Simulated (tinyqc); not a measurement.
Worked calculation: nanosheet or nanowire with hard walls, valleys of the Si type. Values are carried at full precision from step to step, so a last printed digit may differ when a step is redone from the rounded ones.

Six ellipsoidal valleys along the cube axes: inverse mass tensor w = 1/mt + (1/ml - 1/mt) a a^T with a the unit axis. Device axes: x along the channel, z = [001], y = z x x.

Constants: hbar^2/2m0 = 3.80998211 eV angstrom^2; hbar = 6.58211957e-16 eV s; e^2/h = 3.874045865e-05 S; kB = 8.617333262e-05 eV/K.

Values chosen for the exercise (near those of Si; shifted at random, so the results belong to these values and not to a real crystal):
- ml = 0.898 m0 (longitudinal mass)
- mt = 0.187 m0 (transverse mass)
- channel = 110 (transport direction x on a (001) wafer)
- W = 160 angstrom (width, along y)
- H = 30 angstrom (height, along z = [001])
- dE = 0.181 eV (EF above the lowest subband edge)
- T = 300 K (temperature)
- g_all = 6 (number of valleys)

## Valley masses for a [110] channel

Rotate w into the device axes and group equal valleys (|w_yz| counts); order by w_zz, then w_yy. 1/m_x = w_xx - w_xc w_c^-1 w_cx with c the block (y, z).

Valleys:

| group | valleys g | w_yy | w_zz | \|w_yz\| | m_x (m0) |
|---|---|---|---|---|---|
| A | 2 | 5.3476 | 1.1136 | 0.0000 | 0.1870 |
| B | 4 | 3.2306 | 5.3476 | 0.0000 | 0.5425 |

The lightest transport mass, 0.187 m0, belongs to group A.

## One-dimensional subbands

Hard walls around a W x H rectangle. The block w_c of w in (y, z) confines; the transport mass follows from 1/m_x = w_xx - w_xc w_c^-1 w_cx. The cross-section problem c (w_yy ky^2 + 2 w_yz ky kz + w_zz kz^2), c = hbar^2/2m0, is solved in products sin(n pi y/W) sin(l pi z/H), n, l = 1 to 12; if w_yz = 0 the levels are c pi^2 (w_yy n^2/W^2 + w_zz l^2/H^2). The w_yz term couples (n, l) to (n', l') by -2 c w_yz D_nn'(W) D_ll'(H) with D_nm(L) = 4 n m/(L (n^2 - m^2)) for n + m odd and 0 otherwise.

The ten lowest levels of all groups together, numbered within each group.

Subbands:

| label | valleys g | m_x (m0) | E (eV) |
|---|---|---|---|
| A1 | 2 | 0.1870 | 0.0544 |
| A2 | 2 | 0.1870 | 0.0779 |
| A3 | 2 | 0.1870 | 0.1172 |
| A4 | 2 | 0.1870 | 0.1722 |
| A5 | 2 | 0.1870 | 0.1940 |
| A6 | 2 | 0.1870 | 0.2175 |
| B1 | 4 | 0.5425 | 0.2282 |
| B2 | 4 | 0.5425 | 0.2424 |
| A7 | 2 | 0.1870 | 0.2429 |
| A8 | 2 | 0.1870 | 0.2568 |

The lowest subband is A1; the number of further ones in the list within kB T = 25.9 meV of it at 300 K is 1.

## Modes, density and velocity at zero temperature

With EF = E_lowest + dE, each subband below EF has k_F = sqrt(m_x (EF - E)/c), carries n = 2 g k_F/pi electrons per length (spin included), moves at v = 2 c k_F/(hbar m_x) and adds 2 g e^2/h to the ballistic conductance; c = hbar^2/2m0, 1 angstrom/s = 1e-8 cm/s.

Occupied subbands:

| label | k_F (1/angstrom) | n (1/nm) | v (1e7 cm/s) |
|---|---|---|---|
| A1 | 0.0943 | 1.200 | 5.84 |
| A2 | 0.0879 | 1.119 | 5.44 |
| A3 | 0.0762 | 0.970 | 4.71 |
| A4 | 0.0557 | 0.709 | 3.45 |
| A5 | 0.0451 | 0.574 | 2.79 |
| A6 | 0.0296 | 0.377 | 1.83 |
| B1 | 0.0320 | 0.816 | 0.68 |

total n = 5.765 1/nm
ballistic conductance = 1239.7 microsiemens

EF lies below the last listed level, so the count is complete for these valleys (other families, and non-parabolicity above about 0.2 eV, are left out): 7 subbands with 16 valley modes. The Fermi velocity, averaged with the densities as weights, is 3.98 x 1e7 cm/s; the mean over all filled states moving one way is half of it.

## Threshold shift from confinement

Without degeneracy the line density is N1 exp((EF - Ec)/kB T) with N1 = sum 2 g sqrt(m_x kB T/(4 pi c)) exp(-E/kB T), here over n, l up to 80 where w_yz = 0 and over all levels of a 12 x 12 sine basis otherwise; the classical value is W H Nc with Nc = 2 g_all (m_dos kB T/(4 pi c))^(3/2), m_dos = (ml mt^2)^(1/3); dVt = kB T ln(W H Nc/N1).

Form N1, W H Nc and dVt.

N1 = 0.07433 1/nm
W H Nc = 1.281 1/nm
dVt = 73.6 mV

## Checks

- Lowest level of group A on a 40 x 40 difference grid against the sine basis, eV: both 0.054.

tinyqc: `OMP_NUM_THREADS=1 python tinyqc.py 1280739 1280740 out.jsonl`; about 0.03 s, one thread, shared Intel(R) Xeon(R) Processor @ 2.30GHz.
